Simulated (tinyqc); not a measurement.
# Gain of the pnp from the holding current

Question. On state with both base-emitter voltages at Von: npn base current Ib = (Von/Rs + bp Von/Rw)/(bn bp - 1), holding current Ih = (bn + 1) Ib + Von/Rs. Find bp.

Parameters, values chosen for the exercise:
```
symbol  value  unit                                meaning
bn       23.8                      current gain of the npn
Rs       1200   ohm  substrate resistance shunting the npn
Rw        620   ohm       well resistance shunting the pnp
Von      0.82     V   base-emitter voltage in the on state
```

Ih = 2.3132683 mA

Answer. Ih gives Ib, and Ib (bn bp - 1) = Von/Rs + bp Von/Rw is linear in bp.

bp = 3.100

Computed by the program tinyqc: `OMP_NUM_THREADS=1 python tinyqc.py 2670120 2670121 out.jsonl`, one thread of a shared Intel Xeon 2.30GHz, about 0.08 s for the whole run.
